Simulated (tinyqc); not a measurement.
Resistance of a tapered via with liner, size effect and interface: two steps of the calculation.

A round via whose diameter grows from db at the bottom as D(z) = db + 2 z/tan(ang). The fill, of diameter D - 2 tl, starts above the bottom liner (thickness fb tl) and has rho = rho0 (1 + ks lam/(D - 2 tl)); the sidewall liner conducts in parallel with it. The bottom liner and the interface are crossed over the full area pi db^2/4. Spreading in the lines above and below is left out.

Values chosen for this exercise; fill metal close to copper: diameter at the bottom db = 23 nm; height hv = 80 nm; sidewall angle ang = 88 degrees; bulk resistivity of the fill rho0 = 1.67 uohm cm; mean free path of the fill lam = 39.6 nm; size-effect factor ks = 0.7; liner on the sidewall tl = 2.7 nm; liner at the bottom over that on the sidewall fb = 1; resistivity of the liner rl = 350 uohm cm; interface resistivity at the bottom ri = 1.6e-12 ohm cm^2; ballistic conductance per area, about 3/(4 rho0 lam) Sb = 1.1e15 S/m^2.

Task 1. Slices of the via. Slices between z0 = fb tl and hv, evaluated at their midpoints: conductance per length pi/4 [(D - 2 tl)^2/rho + (D^2 - (D - 2 tl)^2)/rl], slice resistance = slice height over that. 8 slices.

Find: z; D; rho; slice resistance.

Result 1.

```
slice  z (nm)  D (nm)  rho (uohm cm)  slice resistance (ohm)
0       7.531   23.53          4.224                   1.569
1       17.19   24.20          4.132                   1.427
2       26.86   24.88          4.047                   1.303
3       36.52   25.55          3.967                   1.194
4       46.18   26.23          3.893                   1.097
5       55.84   26.90          3.823                   1.011
6       65.51   27.58          3.758                  0.9346
7       75.17   28.25          3.696                  0.8660
```

Task 2. Total resistance. R_fill = sum of the slices; R_bottom = rl fb tl/(pi db^2/4); R_interface = ri/(pi db^2/4); ballistic (Sharvin) limit 1/(Sb pi (db - 2 tl)^2/4); ideal cylinder rho0 hv/(pi db^2/4).

slice resistance, slice 0 to 7 (ohm): 1.5686956  1.4271728  1.3031102  1.1938325  1.0971477  1.0112472  0.93462951  0.86604055

Find: parts; R; shares; ballistic limit; ideal cylinder.

Result 2.

parts (ohm): fill 9.4019, bottom liner 22.745, interface 0.38510
R = 32.532 ohm
shares (%): fill 28.900, bottom liner 69.916, interface 1.184
ballistic limit = 3.7367 ohm
ideal cylinder = 3.2156 ohm

The bottom liner is the largest part, and R is 10.1 times the ideal cylinder. With 2000 slices R = 32.536 ohm.

tinyqc, about 0.01 s, one thread, Intel Xeon 2.30GHz (shared host): `OMP_NUM_THREADS=1 python tinyqc.py 2750204 2750205 out.jsonl`
